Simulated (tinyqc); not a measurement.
What a faster ramp buys: rapid thermal processing of a wafer: radiative balance, ramp and cooling, pattern effects, pyrometer error and spike budget. Computed by tinyqc, a small Python program. Command: `OMP_NUM_THREADS=1 python tinyqc.py 3113627 3113628 out.jsonl rtp walk`. One thread of a shared host (Intel(R) Xeon(R) Processor @ 2.30GHz), about 0.04 s of CPU time with the checks.

The wafer is opaque and uniform through its thickness unless said otherwise; temperatures in formulas are in kelvin (C + 273.15). sigma = 5.670374419e-12 W/(cm^2 K^4).

Inputs (values chosen for the exercise, modelled on a hot silicon wafer):
```
quantity                                              value         unit
wafer thickness d                                       625   micrometre
heat capacity per volume C                             2.12   J/(cm^3 K)
thermal conductivity k                                 0.29     W/(cm K)
emissivity eps of each face                            0.59            -
reflectivity of the chamber walls r                    0.28            -
gas heat-transfer coefficient h, both faces together    6.8  mW/(cm^2 K)
wall temperature T_w                                    500            K
process temperature                                     932            C
starting temperature                                    450            C
ramp rate                                                77          K/s
activation energy of the process E_a                   3.46           eV
```

Constants: k_B = 8.617333262e-05 eV/K.

Method:
- Effective emissivity between parallel grey plates: eps_eff = 1/(1/eps + 1/(1 - r) - 1). Loss per area q(T) = 2 eps_eff sigma (T^4 - T_w^4) + h (T - T_w).
- Absorbed power during a ramp = q(T) + C d x ramp rate; thermal time constant tau = C d/(dq/dT), dq/dT = 8 eps_eff sigma T^3 + h; natural cooling rate q/(C d); front-to-back difference under one-sided heating at the end of the ramp = (absorbed power) d/(2 k).
- Cooling with the lamps off: C d dT/dt = -q(T), integrated adaptively (relative tolerance 1e-10).
- Spike anneal: linear ramp to the peak, then lamps off. Equivalent time at the peak = int exp(-(E_a/k_B)(1/T - 1/T_peak)) dt; estimate (k_B T^2/E_a)(1/ramp rate + 1/cooling rate). The ramp part uses 4000 trapezoid steps, the cooling part 4000 steps over 4 tau.

time constant tau = 2.95075 s

holding power q = 15.9351 W/cm^2

natural cooling rate = 120.265 K/s

Against the ramp rate:
```
ramp (K/s)  ramp part (s)  cooling part (s)  total (s)  power at the peak (W/cm^2)
10                 3.4176           0.31341     3.7310                       17.26
25                 1.3670           0.31341     1.6805                       19.25
50                 0.6835           0.31341     0.9969                       22.56
100                0.3418           0.31341     0.6552                       29.19
250                0.1367           0.31341     0.4501                       49.06
500                0.0684           0.31341     0.3818                       82.19
1000               0.0342           0.31341     0.3476                      148.44
```

What follows from these numbers?

From 10 to 100 K/s the total falls by a factor 5.7, from 100 to 1000 K/s by 1.88: the cooling part, 0.313 s, is a floor, and the natural cooling rate here is 120 K/s.

Extremes, crossings and ranges named in words are read from the listed rows.
